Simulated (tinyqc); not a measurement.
Threshold of a short bulk MOSFET: charge sharing, barrier lowering, narrow width: effect of the junction depth.

n-channel device on a p-type body, depletion approximation, full ionisation. Uniform doping N = Na. Vbi from Boltzmann statistics is rough for the degenerate source. Cox = eps0 eox/tox.

ni = sqrt(Nc Nv) exp(-Eg/(2 Vt)), Eg in volts; 2 pB = 2 Vt ln(N/ni); flat band Vfb - Vt ln(N/Na); Wd = sqrt(2 eps0 eps_r (2 pB - Vbs)/(q N)); body term q N Wd/Cox; long-channel VT0 = flat band + 2 pB + body term; Vbi = Vt ln(N Nsd/ni^2); scale length l = sqrt((eps_r/eox) tox Wd). Charge sharing (trapezoid; it ignores Vds): F = (xj/L)(sqrt(1 + 2 Wd/xj) - 1), lowering = body term times F. Barrier lowering: th = exp(-L/(2 l)) + 2 exp(-L/l), lowering = th [2 (Vbi - 2 pB) + Vds], DIBL = th. Narrow width: rise = body term times xw Wd/W. VT by each model = VT0 - lowering + rise. DIBL under 0.001 mV/V is printed as 0.

Parameters, values chosen for the exercise; band and dielectric values close to those of silicon:
```
symbol,value,unit,meaning
T,300,K,temperature
Eg,1.12,eV,band gap
eps_r,11.5,,relative permittivity
Nc,2.83e19,cm^-3,conduction-band density of states at T
Nv,2.63e19,cm^-3,valence-band density of states at T
eox,3.9,,relative permittivity of the gate insulator (close to silicon dioxide)
tox,3.8,nm,insulator thickness
Na,4.4e17,cm^-3,channel doping
Nsd,1e20,cm^-3,source and drain doping
Vfb,-0.73,V,flat-band voltage for the doping Na
Vbs,-1,V,body-source voltage
Vds,0.05,V,drain-source voltage
W,300,nm,gate width
xw,0.7854,,shape factor of the fringing depletion at the width edges
L,400,nm,channel length
```

Constants: q = 1.602176634e-19 C, kB = 1.380649e-23 J/K, Vt = kB T/q, eps0 = 8.8541878128e-14 F/cm where lengths are in cm. Results are converted to the units shown.

The same in every row: N (cm^-3) = 4.400e17; VT0 (V) = 0.7523; L/l = 13.87; DIBL (mV/V) = 0.9745; VT, barrier lowering (V) = 0.8639.

Results:

| xj (nm) | F | VT, charge sharing (V) |
|---|---|---|
| 5 | 0.05674 | 0.8315 |
| 8.5 | 0.07006 | 0.8239 |
| 14 | 0.08422 | 0.8157 |
| 24 | 0.1008 | 0.8062 |
| 70 | 0.1341 | 0.7870 |
| 120 | 0.1487 | 0.7786 |
| 200 | 0.1600 | 0.7721 |

Estimate the missing row, xj = 41 nm.

Computed row:

| xj (nm) | F | VT, charge sharing (V) |
|---|---|---|
| 41 | 0.1178 | 0.7964 |

With this row back in the table: As xj goes from 5 to 200, VT0 stays at 0.752 V, DIBL stays at 0.975 mV/V, F rises from 0.0567 to 0.160 and VT by barrier lowering stays at 0.864 V. The junction depth enters only the charge-sharing model.

Numbers from tinyqc (`OMP_NUM_THREADS=1 python tinyqc.py 2002059 2002060 out.jsonl`; about 0.01 s on one thread of a shared Intel Xeon 2.30GHz).
